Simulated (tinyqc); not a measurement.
Inside a calculation: six-band hole subbands of a thin body in a field. Values are carried at full precision from step to step, so a last printed digit may differ when a step is redone from the rounded ones.

Constants: hbar^2/2m0 = 3.80998211 eV angstrom^2.

Values chosen for the exercise (near those of a p-type Ge channel; shifted at random, so the results belong to these values and not to a real crystal): S = (9.75, -2.64, 14.83) 1/TPa (compliances s11, s12, s44); sx = -1 GPa (stress along the channel [1-10], negative in compression); b = -2.56 eV (tetragonal potential); d = -5.4 eV (trigonal potential); g1 = 13.34 (Luttinger gamma1); g2 = 4.23 (gamma2); g3 = 5.72 (gamma3); face = 001 (surface); Dso = 0.289 eV (spin-orbit splitting); t = 80 angstrom (body thickness); F = 0.5 MV/cm (field across the body); kmax = 0.06 1/angstrom (end of the path).

## Strain and its block

exx = eyy = (s11 + s12) sx/2, ezz = s12 sx, exy = -s44 sx/4 (1 GPa/TPa = 1e-3). With e0 the traceless part, B_XX = 2b e0xx - b (e0yy + e0zz) and B_XY = sqrt(3) d exy.

strain, lower triangle:
```
           x          y         z
x  -0.003555
y   0.003707  -0.003555
z          0          0  0.002640
```

B (eV), lower triangle:
```
          X        Y         Z
X   0.01586
Y  -0.03468  0.01586
Z         0        0  -0.03172
```

## Confinement masses without spin-orbit coupling

C(n n^T)/c has C_XX = (g1 + 4 g2) nx^2 + (g1 - 2 g2)(ny^2 + nz^2) and C_XY = 6 g3 nx ny, n the unit normal; its eigenvalues are the inverse masses along n.

C(n n^T)/c, lower triangle:
```
        X       Y        Z
X  4.8800
Y       0  4.8800
Z       0       0  30.2600
```

masses (m0): 0.2049  0.2049  0.0330

## The matrix for one sine at q = 0

Basis X, Y, Z times spin, hole energies counted downwards from the unstrained edge (the hydrostatic shift is left out), c = hbar^2/2m0. For a symmetric tensor T let C(T) have C_XX = L Txx + M (Tyy + Tzz), C_XY = N Txy (cyclic), L = c (g1 + 4 g2), M = c (g1 - 2 g2), N = 6 c g3. k = q + kz n, n the unit normal, q = k1 u + k2 v with u along the channel [1-10] and v = n x u. H = C(k k^T) + (Dso/3)(1 - L.sigma) - B + e F z with (L_k)_ij = -i epsilon_kij; B is the block C built from the traceless strain with 2b, -b and sqrt(3) d in place of L, M, N. Strain: exx = eyy = (s11 + s12) sx/2, ezz = s12 sx, exy = -s44 sx/4. Hard walls at z = 0 and t; basis sin(j pi z/t), j = 1 to Nz: kz^2 = (j pi/t)^2, kz = -i D with D_jl = 4 j l/(t (j^2 - l^2)), z_jj = t/2 and z_jl = -8 t j l/(pi (j^2 - l^2))^2 for j + l odd; 1 MV/cm = 0.01 eV/angstrom.

Nz = 1, in meV.

H (meV), lower triangle (Hermitian):
```
              X+       Y+      Z+            X-      Y-      Z-
X+        309.15
Y+  34.68-96.33i   309.15
Z+             0        0  505.84
X-             0        0   96.33        309.15
Y-             0        0  96.33i  34.68+96.33i  309.15
Z-        -96.33  -96.33i       0             0       0  505.84
```

## Its levels

Diagonalise; the levels come in pairs. Give each pair and its weights on X, Y, Z, summed over spin and averaged over the pair.

levels (meV): 204.21  318.06  601.86

weights:
```
   pair 1  pair 2  pair 3
X   0.494   0.339   0.167
Y   0.494   0.339   0.167
Z   0.012   0.322   0.666
```

## More sines

The four lowest pairs at q = 0.

Hole energies (meV):

| Nz | pair 1 | pair 2 | pair 3 | pair 4 |
|---|---|---|---|---|
| 1 | 204.21 | 318.06 | 601.86 | - |
| 2 | 163.86 | 290.78 | 332.91 | 485.46 |
| 4 | 157.48 | 286.61 | 299.83 | 446.61 |
| 8 | 157.41 | 286.54 | 299.56 | 445.13 |
| 16 | 157.41 | 286.54 | 299.56 | 445.13 |

One sine is 46.80 meV off in the top subband, since the field mixes the sines. The second pair lies 129.1 meV deeper.

## Dispersion of the top subband

Nz = 14; the two lowest levels (spin-split where the field breaks inversion), in meV from their value at q = 0.

Energies (meV):

| \|q\| (1/angstrom) | u a | u b | v a | v b | [100] a | [100] b |
|---|---|---|---|---|---|---|
| 0.015 | 12.17 | 16.31 | 2.80 | 7.70 | 7.40 | 12.72 |
| 0.030 | 41.80 | 47.83 | 9.13 | 21.08 | 27.37 | 42.03 |
| 0.045 | 54.14 | 81.99 | 14.40 | 29.79 | 48.02 | 76.84 |
| 0.060 | 62.24 | 82.73 | 19.95 | 34.01 | 68.14 | 89.87 |

From the mean of each pair in the first row, c q^2/E gives 0.06 m0 along u, 0.16 m0 along v and 0.09 m0 along [100]. The largest distance between a and b in the table is 28.81 meV. These masses hold for the first row only: the band bends further out.

## Checks

- Top level at q = 0 on (001) without field and stress against c (g1 - 2 g2)(pi/t)^2, eV: both 0.02867.
- Hermiticity, and E(q) against E(-q): they agree to 1e-10 or better.

tinyqc: `OMP_NUM_THREADS=1 python tinyqc.py 1252418 1252419 out.jsonl`; about 0.4 s, one thread, shared Intel(R) Xeon(R) Processor @ 2.30GHz.
